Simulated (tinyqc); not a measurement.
Capacitance measurement on a leaky thin oxide: effects of series resistance and leakage: readings against frequency.

The device is a capacitance C in parallel with a leakage conductance G, in series with Rs and Ls. An impedance meter reports either a parallel pair (Cp, Gp) from Y = 1/Z = Gp + i w Cp or a series pair (Cs, Rm) from Z = Rm + 1/(i w Cs); w = 2 pi f, dissipation D = Gp/(w |Cp|).

EOT = 3.9 tox/eox; CET = EOT + zc + zp; C = 3.9 eps0 A/CET; G = Jg A/Vs. Z = Rs + i w Ls + 1/(G + i w C); CET read from Cp = 3.9 eps0 A/Cp; errors under 0.001 % are printed as 0.

Inputs (values chosen for the exercise); values of the order met in thin-oxide MOS capacitors:

| symbol | value | unit | meaning |
|---|---|---|---|
| eox | 8.95 |  | relative permittivity of the gate insulator (close to aluminium oxide) |
| tox | 3 | nm | insulator thickness |
| A | 10000 | um^2 | gate area |
| zc | 0.49 | nm | oxide-equivalent thickness added by the accumulation layer |
| zp | 0 | nm | oxide-equivalent thickness added by gate depletion |
| Jg | 0.26 | A/cm^2 | gate leakage current density, not matched to the thickness |
| Vs | 0.36 | V | voltage for an e-fold rise of the leakage |
| Rs | 93 | ohm | series resistance |
| Ls | 0 | nH | series inductance |

Constants: eps0 = 8.8541878128e-14 F/cm where lengths are in cm. Results are converted to the units shown.

The same in every row: C (pF) = 192.1.

Readings against frequency:

| f (Hz) | Cp (pF) | Cs (pF) | D | error of Cp (%) | error of Cs (%) | CET read from Cp (nm) |
|---|---|---|---|---|---|---|
| 1000 | 189.6 | 6.879e5 | 60.23 | -1.33 | 3.58e5 | 1.821 |
| 3000 | 189.6 | 7.660e4 | 20.08 | -1.33 | 3.98e4 | 1.821 |
| 10000 | 189.6 | 7069 | 6.024 | -1.33 | 3580 | 1.821 |
| 30000 | 189.6 | 956.2 | 2.011 | -1.33 | 398 | 1.822 |
| 1e5 | 189.6 | 260.9 | 0.6135 | -1.34 | 35.8 | 1.822 |
| 3e5 | 189.4 | 199.8 | 0.2344 | -1.44 | 3.98 | 1.824 |
| 1e6 | 187.2 | 192.8 | 0.1725 | -2.54 | 0.358 | 1.844 |
| 3e6 | 170.5 | 192.2 | 0.3569 | -11.3 | 0.0398 | 2.025 |
| 1e7 | 84.49 | 192.1 | 1.129 | -56.0 | 3.58e-3 | 4.087 |
| 3e7 | 15.55 | 192.1 | 3.370 | -91.9 | 0 | 22.21 |

What does the table show?

D goes from 60.2 through a minimum of 0.172 (at f = 1e6 Hz among the rows listed) to 3.37; without inductance its minimum lies at f = sqrt(G (1 + G Rs)/Rs)/(2 pi C) = 7.32e5 Hz. The error of Cp goes from -1.33 to -91.9 % and that of Cs from 3.58e5 to 0 %; at low frequency Cp tends to C/(1 + G Rs)^2 and Cs grows as 1 + (G/(w C))^2. One of the two readings is within 2 % of C for f = 1000, 3000, 10000, 30000, 1e5, 3e5, 1e6, 3e6, 1e7, 3e7 Hz. For f = 1000, 3000, 10000, 30000, 1e7, 3e7 D exceeds 1, where the accuracy of real meters degrades in proportion to sqrt(1 + D^2).

tinyqc, about 0.01 s, one thread, Intel Xeon 2.30GHz (shared host): `OMP_NUM_THREADS=1 python tinyqc.py 2022184 2022185 out.jsonl`
